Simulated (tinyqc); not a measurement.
Ferroelectric with a first-order transition, Landau-Devonshire energy: polarisation and permittivity against temperature.

One domain with free energy u = al P^2 + be P^4 + ga P^6 - E P, al = a0 (T - T0), be < 0 < ga (P in uC/cm^2, E in kV/cm, u in mJ/cm^3). Equilibrium: E = 2 al P + 4 be P^3 + 6 ga P^5; a state is stable against small changes where dE/dP > 0. The coercive field is that of uniform switching, which real films, switching by domains, do not reach.

Ps^2 = [-be + sqrt(be^2 - 3 al ga)]/(3 ga); Pc^2 = [-3 be + sqrt(9 be^2 - 15 al ga)]/(15 ga), Ec = -E(Pc); susceptibility chi = 1/(eps0 dE/dP). TC = T0 + be^2/(4 a0 ga), where u(Ps) = u(0); T1 = T0 + be^2/(3 a0 ga), where the polar minimum disappears. For the non-polar state chi0 = 1/(2 eps0 al).

Values chosen for this exercise:
- a0 = 0.017 kV cm/(uC K) (slope of the quadratic coefficient)
- T0 = 381 K (Curie-Weiss temperature)
- be = -0.0023 kV cm^5/uC^3 (quartic coefficient)
- ga = 2.2e-6 kV cm^9/uC^5 (sixth-order coefficient)

Constants: eps0 = 8.8541878128e-14 F/cm where lengths are in cm. Results are converted to the units shown.

Result of one run:
```
T (K)  Ps (uC/cm^2)  u(Ps) (mJ/cm^3)  Ec (kV/cm)  chi at Ps   chi0
414           23.22           -21.32       9.137       2077  10070
```

What becomes of these results when the temperature T is changed from 414 to 356 K, all else the same?

Result of the changed run:
```
T (K)  Ps (uC/cm^2)  u(Ps) (mJ/cm^3)  Ec (kV/cm)  chi at Ps      chi0
356           27.92           -686.8       49.15      636.5  unstable
```

The whole series:
```
T (K)  Ps (uC/cm^2)  u(Ps) (mJ/cm^3)  Ec (kV/cm)  chi at Ps      chi0
181           33.86            -3606       185.4      233.9  unstable
261           31.70            -2140       120.8      324.5  unstable
321           29.56            -1180       74.81      466.0  unstable
356           27.92           -686.8       49.15      636.5  unstable
373           26.93           -469.2       37.06      782.4  unstable
390.4         25.70           -263.9       24.98       1039     35340
404.6         24.39           -112.1       15.37       1460     14080
414           23.22           -21.32       9.137       2077     10070
423.4         21.43            59.03       3.032       4213      7834
427.2         19.95            86.96      0.6024    1.088e4      7190
```

Ps falls from 33.9 to 19.9 uC/cm^2 without reaching zero, Ec falls from 185 to 0.602 kV/cm and chi rises from 234 to 10900. u(Ps) turns positive at TC = 416.4 K: the 2 row(s) above it are metastable, up to T1 = 428.1 K. Between T0 = 381 K and TC the non-polar state is the metastable one.

tinyqc, about 0.01 s, one thread, Intel Xeon 2.30GHz (shared host): `OMP_NUM_THREADS=1 python tinyqc.py 2860120 2860121 out.jsonl`
